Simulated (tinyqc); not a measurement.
Koster-Slater impurity in a tight-binding band, by Green functions and by supercells: one step, computed by the program tinyqc.

One orbital per site, e(k) = -2 t sum cos(k_i) over 1 direction(s), band from -2 t to 2 t, lattice constant 1. One site has the extra energy U. Spin is left out.

Problem. The host Green function outside the band. Outside the band G0(E) = sign(E)/sqrt(E^2 - 4 t^2). A bound state solves 1/U = G0(E). Energies: 0.05, 0.2, 0.5, 1, 2, 4 and 8 t beyond the band edge on the side of U, rounded to four digits.

Inputs (values chosen for the exercise, for a model band): hopping t = 0.76 eV; impurity potential U = -0.617 eV.

Lattice: chain.

Give: Scan on the side of U.

Solution.

Scan on the side of U:
```
E (eV)  G0 (1/eV)  1/U - G0 (1/eV)
-1.558     -2.924            1.303
-1.672     -1.436           -0.185
-1.900     -0.877           -0.744
-2.280     -0.588           -1.032
-3.040     -0.380           -1.241
-4.560     -0.233           -1.388
-7.600     -0.134           -1.486
```

G0 diverges at the band edge, so any U binds a state.
